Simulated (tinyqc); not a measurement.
Band bending at a free surface with one surface level, surface photovoltage and Kelvin probe: two steps of the calculation.

n-type bulk, xi = Ec - EF = Vt ln(Nc/Nd), p0 = ni^2/Nd, ni = sqrt(Nc Nv) exp(-Eg/(2 Vt)), Eg in volts. b is the upward band bending, u = b/Vt. Space charge per area, in units of q: Qc = sign(b) sqrt((2 eps0 eps_r Vt/q) [(Nd + dn)(exp(-u) - 1) + Nd u + (p0 + dn)(exp(u) - 1)]), with dn the excess density under light (flat quasi-Fermi levels; 0 in the dark). The level holds -Ns f, f = 1/(1 + exp((xi + b - Es)/Vt)). Neutrality: Qc + Qf + (charge of the states) = 0.

Parameters, values chosen for the exercise; band and dielectric values those of a made-up semiconductor:

| symbol | value | unit | meaning |
|---|---|---|---|
| T | 300 | K | temperature |
| Eg | 1.78 | eV | band gap |
| eps_r | 16.4 |  | relative permittivity |
| Nc | 4.83e17 | cm^-3 | conduction-band density of states at T |
| Nv | 7.46e18 | cm^-3 | valence-band density of states at T |
| chi | 5.16 | eV | electron affinity |
| Nd | 5e15 | cm^-3 | donor density |
| Qf | 0 | cm^-2 | fixed positive charge at the surface |
| pt | 5.02 | eV | work function of the probe tip |
| Ns | 1.3e12 | cm^-2 | density of an acceptor-like surface level |
| Es | 0.67 | eV | its depth below the conduction edge |

Constants: q = 1.602176634e-19 C, kB = 1.380649e-23 J/K, Vt = kB T/q, eps0 = 8.8541878128e-14 F/cm where lengths are in cm. Results are converted to the units shown.

Problem 1. Charges against band bending. Evaluate Qc, the surface charge Qf - Ns f and their sum in the dark; the root lies where the sum changes sign.

b, point 0 to 6 (V): 0.178  0.296  0.414  0.533  0.651  0.77  0.888

Wanted: Qc; surface charge; sum.

Solution 1.

```
point  Qc (cm^-2)  surface charge (cm^-2)  sum (cm^-2)
0        1.174e11               -1.300e12    -1.183e12
1        1.565e11               -1.300e12    -1.143e12
2        1.876e11               -1.294e12    -1.106e12
3        2.144e11               -8.769e11    -6.625e11
4        2.380e11               -2.747e10     2.106e11
5        2.597e11                -2.812e8     2.594e11
6        2.795e11                -2.929e6     2.795e11
```

The sum rises steadily with b, so there is one root; bisection gives b = 0.59206 V.

Problem 2. Work function and Kelvin-probe reading. Work function chi + xi + b; contact potential difference CPD = (work function of the sample) - pt. Depth of EF below Ec at the surface: xi + b. Depletion width Qc/Nd.

converged b = 0.59206101 V

Wanted: xi + b; Qc; Qc/Nd; work function; CPD.

Solution 2.

xi + b = 0.71022 eV
Qc = 2.2653e11 cm^-2
Qc/Nd = 453.06 nm
work function = 5.8702 eV
CPD = 850.22 mV

The level is 17.4 % filled: the Fermi level is pinned at it.

Program tinyqc, `OMP_NUM_THREADS=1 python tinyqc.py 2430157 2430158 out.jsonl`; Intel Xeon 2.30GHz, shared host, one thread, about 0.01 s.
